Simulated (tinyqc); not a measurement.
Electron continuity equation in a given potential, Scharfetter-Gummel discretisation: three discretisations compared.

Steady state in one dimension: J = q mu n E + q D dn/dx with E = -dpsi/dx and D = mu Vt, dJ/dx = q (n/tau - G), fixed densities nL and nR at the ends. The potential is given, psi = U (x/L)^2, and is not changed by the electrons.

8 equal intervals. Fluxes J_i = (q D/h)(n_(i+1) P_i - n_i Q_i), d_i = (psi_(i+1) - psi_i)/Vt: Scharfetter-Gummel P = B(d), Q = B(-d), B(d) = d/(exp(d) - 1); central P = 1 - d/2, Q = 1 + d/2; upwind P = 1 + max(-d, 0), Q = 1 + max(d, 0). Balance at each inner node: J_i - J_(i-1) = q h (n_i/tau - G). The reference is Scharfetter-Gummel on 1600 intervals.

Values chosen for this exercise; mobility close to that of germanium at room temperature:

| symbol | value | unit | meaning |
|---|---|---|---|
| T | 325 | K | temperature |
| mu | 3900 | cm^2/(V s) | electron mobility |
| L | 1.1 | um | length of the region |
| nL | 1.8e15 | cm^-3 | density at x = 0 |
| nR | 0 | cm^-3 | density at x = L |
| tau | 8.3e-11 | s | lifetime |
| G | 3.1e25 | cm^-3 s^-1 | uniform generation rate |
| U | 0.31 | V | potential difference psi(L) - psi(0) |

Constants: q = 1.602176634e-19 C, kB = 1.380649e-23 J/K, Vt = kB T/q. Results are converted to the units shown.

Densities (cm^-3):
```
node,Scharfetter-Gummel,central,upwind,reference
0,1.800e15,1.800e15,1.800e15,1.800e15
1,1.221e15,1.226e15,1.210e15,1.221e15
2,9.121e14,9.184e14,9.092e14,9.110e14
3,7.285e14,7.350e14,7.316e14,7.273e14
4,6.102e14,6.163e14,6.149e14,6.089e14
5,5.287e14,5.345e14,5.287e14,5.274e14
6,4.677e14,4.726e14,4.487e14,4.663e14
7,3.979e14,4.821e14,3.275e14,3.965e14
8,0,0,0,0
```

Largest errors as a share of the largest reference density listed: Scharfetter-Gummel 0.079 %, central 4.8 %, upwind 3.8 %. The largest |d| is 2.59. Upwinding stays positive but acts as if D were larger by the factor 1 + |d|/2, up to 2.30 here.

Range of the model: The drift velocity mu E exceeds 1e7 cm/s somewhere, where real mobilities no longer stay constant.

Computed by the program tinyqc: `OMP_NUM_THREADS=1 python tinyqc.py 2220136 2220137 out.jsonl`, one thread of a shared Intel Xeon 2.30GHz, about 0.01 s for the whole run.
